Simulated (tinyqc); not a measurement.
What moves the results: special k points of the hexagonal lattice. A value that a table varies takes the place of the one given here.

Lattice vectors in units of a: a1 = (1, 0), a2 = (-1/2, sqrt(3)/2); reciprocal vectors b_i with a_i . b_j = 2 pi delta_ij. Mesh: k = sum_i f_i b_i with f_i = (2 j_i + shift)/(2 N), j_i = 0 .. N-1. The point group of the lattice has 12 operations; only those that map the mesh onto itself are used.

A_m(k) = sum over the m-th star of lattice vectors R of cos(k . R), stars in order of length: m = 1: |R|^2 = 1, 6 vectors, such as (1, 1) in the basis a_i; m = 2: |R|^2 = 3, 6 vectors, such as (2, 1) in the basis a_i; m = 3: |R|^2 = 4, 6 vectors, such as (2, 2) in the basis a_i; m = 4: |R|^2 = 7, 12 vectors, such as (3, 2) in the basis a_i; m = 5: |R|^2 = 9, 6 vectors, such as (3, 3) in the basis a_i; m = 6: |R|^2 = 12, 6 vectors, such as (4, 2) in the basis a_i. The zone mean of every A_m is zero.

Test function, the lower band of a two-band insulator: E(k) = -sqrt(D^2 + (e0 - t A_1(k))^2).

Values chosen for the exercise: D = 0.91 eV (half gap term); t = 0.56 eV (coupling); e0 = 1.91 eV (offset); N = 6 (points along each reciprocal vector); shift = 0 (half steps).

## Mesh size and shift

Errors of the mean of E against the unshifted mesh with N = 96. The fifth column is |R|^2 of the shortest star with a non-zero mean.

Meshes:

| mesh | points | irreducible | operations | \|R\|^2 missed | error (meV) |
|---|---|---|---|---|---|
| 2 Gamma | 4 | 2 | 12 | 4.00 | -445.558 |
| 2 shifted | 4 | 2 | 4 | 4.00 | 170.806 |
| 3 Gamma | 9 | 3 | 12 | 9.00 | -68.496 |
| 3 shifted | 9 | 4 | 4 | 9.00 | 20.680 |
| 4 Gamma | 16 | 4 | 12 | 16.00 | 16.715 |
| 4 shifted | 16 | 6 | 4 | 16.00 | -5.552 |
| 5 Gamma | 25 | 5 | 12 | 25.00 | 11.709 |
| 5 shifted | 25 | 9 | 4 | 25.00 | -3.806 |
| 6 Gamma | 36 | 7 | 12 | 36.00 | -1.614 |
| 6 shifted | 36 | 12 | 4 | 36.00 | 0.490 |
| 8 Gamma | 64 | 10 | 12 | >36 | 0.015 |
| 8 shifted | 64 | 20 | 4 | >36 | -0.011 |
| 10 Gamma | 100 | 14 | 12 | >36 | 0.072 |
| 10 shifted | 100 | 30 | 4 | >36 | -0.025 |

reference mean = -2.35519 eV

The shifted mesh has the smaller error for 7 of 7 values of N and the larger for 0. The cheapest mesh within 1 meV is 8 Gamma, with 10 irreducible points. A mesh misses the lattice vectors N (n1 a1 + n2 a2 + ...); the half shift gives each the sign (-1)^(n1 + n2 + ...), so the 6 shortest ones add up to -2 in place of 6. The shift lowers the symmetry; it leaves more irreducible points for N = 3, 4, 5, 6, 8 and 10.

## Gap and mesh density

D takes the values listed; errors against the unshifted mesh with N = 192, for unshifted meshes.

Errors (meV):

| D (eV) | reference (eV) | N = 2 | N = 4 | N = 6 | N = 8 |
|---|---|---|---|---|---|
| 0.2 | -2.1157 | -527.677 | 10.537 | -1.802 | -4.087 |
| 0.4 | -2.1607 | -507.546 | 15.478 | -1.537 | -1.657 |
| 0.8 | -2.3053 | -459.098 | 17.384 | -1.713 | -0.090 |
| 1.5 | -2.6791 | -378.200 | 11.161 | -0.838 | 0.070 |
| 2.5 | -3.3781 | -290.624 | 4.611 | -0.190 | 0.010 |
| 4.0 | -4.6189 | -208.289 | 1.379 | -0.024 | 0.001 |

The first listed N from which the error stays below 0.5 meV is none for D = 0.2, none for D = 0.4, 8 for D = 0.8, 8 for D = 1.5, 6 for D = 2.5, 6 for D = 4 eV. A larger D makes the function smoother, so its Fourier coefficients fall faster with |R|; single entries change sign along a column, so a small error on one coarse mesh can be a cancellation.

## What moves the zone average

Mean of E over the mesh, and its error against the unshifted mesh with N = 96. Each row changes one parameter from the base and keeps the others.

Results:

| case | mean (eV) | error (meV) | irreducible points |
|---|---|---|---|
| base | -2.3568 | -1.61 | 7 |
| N = 7 | -2.3574 | -2.25 | 8 |
| shift = 1 | -2.3547 | 0.49 | 12 |
| D = 0.637 eV | -2.2406 | -1.75 | 7 |
| t = 0.728 eV | -2.5855 | -13.24 | 7 |

The largest shifts from the base row, up to three for each result and ties (the steps differ in size, so this ranks the rows, not the parameters). mean (eV): t -0.2287, D +0.1162, shift +0.0021. error (meV): t -11.63, shift +2.10, N -0.63. irreducible points: shift +5, N +1; unchanged at the printed digits by D and t.

tinyqc: `OMP_NUM_THREADS=1 python tinyqc.py 1651138 1651139 out.jsonl`; about 0.1 s, one thread, shared Intel(R) Xeon(R) Processor @ 2.30GHz.
